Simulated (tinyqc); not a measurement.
Worked calculation: finite-size error of a charged defect in a periodic cell: Madelung and Makov-Payne terms. Computed by tinyqc, a small Python program that keeps every step. Command: `OMP_NUM_THREADS=1 python tinyqc.py 3003039 3003040 out.jsonl imagecharge walk`. One thread of a shared host (Intel(R) Xeon(R) Processor @ 2.30GHz), about 0.02 s of CPU time with the checks. Intermediate numbers are printed to about 6 digits and carried at full precision; extremes and crossings named in words are read from the listed rows.

L is the cube root of the cell volume. The defect charge is a Gaussian, rho(r) = q (2 pi sigma^2)^(-3/2) exp(-r^2/2 sigma^2), repeated periodically in a uniform neutralising background and screened by a continuum. The model cell energy is E(L) = E_0 + [periodic - isolated electrostatic energy].

Inputs (values chosen for the exercise, with screening close to that of ZnO):

| quantity | value | unit |
|---|---|---|
| charge q | 2 | e |
| cell length L | 12.6 | angstrom |
| dielectric constant eps | 8.41 | - |
| width sigma of the defect charge | 1.5 | angstrom |
| formation energy of the isolated defect E_0 | 3.276 | eV |

Supercell lattice: sc. Screening: isotropic.

scatter added to the six cells, standing for numerical noise (meV): -8.5  5.7  -5.9  -1.6  11  -4.4

Constants: e^2/(4 pi eps_0) = 14.39964548 eV angstrom.

## The cell

Cell vectors: (1,0,0), (0,1,0), (0,0,1), scaled to volume L^3.

cell vectors (rows) (angstrom):
```
      1     2     3
1  12.6   0.0   0.0
2   0.0  12.6   0.0
3   0.0   0.0  12.6
```

nearest image = 12.6 angstrom

## Madelung energy

Ewald sum for a unit point charge: scale each Cartesian component of the cell by 1/sqrt(eps_i), giving R', G' and V'; E = [ (1/2) sum erfc(eta R')/R' + (2 pi/V') sum exp(-G'^2/4 eta^2)/G'^2 - eta/sqrt(pi) - pi/(2 V' eta^2) ] e^2/(4 pi eps_0) / sqrt(eps_x eps_y eps_z), over n_i = -6..6, omitting n = (0,0,0), eta = 2/V'^(1/3). alpha = -2 E eps_g L/(e^2/(4 pi eps_0)), eps_g = (eps_x eps_y eps_z)^(1/3).

terms for a unit charge (eV): real space 0.001944, reciprocal 0.011975, self -0.153335, background -0.053364

Madelung constant alpha = 2.83730

point-charge correction -q^2 E = 0.771117 eV

## Energy of the smeared charge in the cell

Periodic energy of the Gaussian: (2 pi q^2/V) sum_(G != 0) exp(-sigma^2 G^2)/(G.eps.G) x e^2/(4 pi eps_0), n_i = -k..k with k = max(9, L/sigma rounded up). Isolated energy: q^2/(2 sqrt(pi) sigma) <1/(n.eps.n)> e^2/(4 pi eps_0), the mean over directions n, here 1/eps.

periodic energy = 0.565297 eV

isolated energy = 1.28801 eV

finite-size error = -0.722714 eV

E(L) = 2.55329 eV

## Makov-Payne correction

Second radial moment Q = q <r^2> = 3 q sigma^2; E(corrected) = E(L) + q^2 alpha e^2/(4 pi eps_0)/(2 eps L) - 2 pi q Q e^2/(4 pi eps_0)/(3 eps L^3). Errors left are the corrected energies less E_0.

Q = 13.5 e angstrom^2

third-order term = -0.0484024 eV

error left after the first term = 0.0484024 eV

error left after both terms = 0 eV

third-order over first-order term, in size = 0.0627692

The point-charge term alone overcorrects by 0.0484 eV, 6 % of itself; both terms together are exact to 1e-7 eV, since the clouds do not overlap.

## A series of cells

Cells of the same shape with L scaled by 0.7, 0.85, 1, 1.25, 1.5 and 2; the scatter is added to E(L). The point-charge correction scales as 1/L from its value at the input L.

Scaling data:

| L (angstrom) | 1/L (1/angstrom) | E(L) (eV) | E(L) + point-charge correction (eV) |
|---|---|---|---|
| 8.82 | 0.113379 | 2.30694 | 3.40854 |
| 10.71 | 0.093371 | 2.45332 | 3.36051 |
| 12.60 | 0.079365 | 2.54739 | 3.31850 |
| 15.75 | 0.063492 | 2.68229 | 3.29918 |
| 18.90 | 0.052910 | 2.78726 | 3.30134 |
| 25.20 | 0.039683 | 2.89209 | 3.27765 |

## Ways to reach the isolated limit

Least-squares fits of E(L) to a + b/L, a + c/L^3 or a + b/L + c/L^3; the estimate is a, and errors are against E_0.

Estimates of E_0:

| way | estimate (eV) | error (meV) |
|---|---|---|
| largest cell, uncorrected | 2.89209 | -383.908 |
| largest cell, point-charge term | 3.27765 | 1.650 |
| 1/L fit, three smallest | 3.11167 | -164.327 |
| 1/L fit, all six | 3.20084 | -75.161 |
| 1/L^3 fit, all six | 2.82385 | -452.151 |
| 1/L and 1/L^3, three smallest | 3.00160 | -274.397 |
| 1/L and 1/L^3, all six | 3.26622 | -9.777 |
| corrected data, 1/L^3 fit | 3.27843 | 2.429 |

coefficient b of the full fit = -9.45517 eV angstrom

Best here: largest cell, point-charge term (+1.7 meV); worst: 1/L^3 fit, all six (-452 meV). The fitted b is 97.3 % of the Madelung value -q^2 alpha e^2/(8 pi eps_0 eps_g), so such a fit also measures the screening. A pure 1/L fit lands below E_0, because the positive 1/L^3 term flattens the small-cell points.

Checks made by the program: the same sum with another eta (relative difference below 1e-10); both terms against the exact model when the clouds do not overlap (relative difference below 1e-10).
